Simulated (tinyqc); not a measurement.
Thermionic emission over a Gaussian spread of barriers: two steps of the calculation.

Metal on an n-type semiconductor with one parabolic valley; V > 0 is forward bias (metal positive). Patches of barrier height b are spread as a Gaussian with mean phi - r2 V and variance sg^2 + r3 V; each carries A* T^2 exp(-b/Vt) [exp(V/Vt) - 1].

Inputs (values chosen for the exercise); band and dielectric values those of a made-up semiconductor: temperature T = 400 K; electron mass me = 0.119 m0; barrier height seen from the metal phi = 1.26 eV; standard deviation of the barrier heights sg = 0.061 eV; shift of the mean barrier per volt, with its sign reversed (rho2) r2 = -0.015; change of sg^2 per volt (rho3) r3 = -0.0022 V; bias V = 0.19 V; barrier heights sampled nb = 11.

Constants: q = 1.602176634e-19 C, kB = 1.380649e-23 J/K, h = 6.62607015e-34 J s, m0 = 9.1093837015e-31 kg, Vt = kB T/q. Results are converted to the units shown.

Question 1. Apparent barrier, ideality and current. A* = 4 pi q me m0 kB^2/h^3 (times 1e-4 for A/(cm^2 K^2)). The mean of exp(-b/Vt) gives the apparent barrier phi_ap(V) = phi - r2 V - (sg^2 + r3 V)/(2 Vt), J = A* T^2 exp(-phi_ap/Vt) [exp(V/Vt) - 1], and 1/n = 1 + r2 + r3/(2 Vt).

Wanted: A*; phi_ap(0); phi_ap(V); n; J.

Answer 1.

A* = 14.301 A/(cm^2 K^2)
phi_ap(0) = 1.2060 eV
phi_ap(V) = 1.2149 eV
n = 1.0492
J = 2.7802e-7 A/cm^2

Question 2. The same mean by Simpson's rule. With mean mu and deviation s at this bias, take nb equally spaced b from mu - s^2/Vt - 3.5 s to mu + s, the Gaussian density g(b) and y = g exp(-(b - mu)/Vt); the integral I of y gives phi_ap = mu - Vt ln I.

Give: b; g; y; I; phi_ap.

Answer 2.

b, point 0 to 10 (eV): [0.966, 1.001, 1.037, 1.072, 1.108, 1.143, 1.179, 1.214, 1.249, 1.285, 1.320]
g, point 0 to 10 (1/eV): [1.105e-5, 2.212e-4, 0.003027, 0.02832, 0.1811, 0.7919, 2.367, 4.836, 6.755, 6.450, 4.210]
y, point 0 to 10 (1/eV): [0.06096, 0.4364, 2.136, 7.146, 16.34, 25.56, 27.32, 19.96, 9.970, 3.404, 0.7947]
I = 3.998
phi_ap = 1.215 eV

Numbers from tinyqc (`OMP_NUM_THREADS=1 python tinyqc.py 2640154 2640155 out.jsonl`; about 0.01 s on one thread of a shared Intel Xeon 2.30GHz).
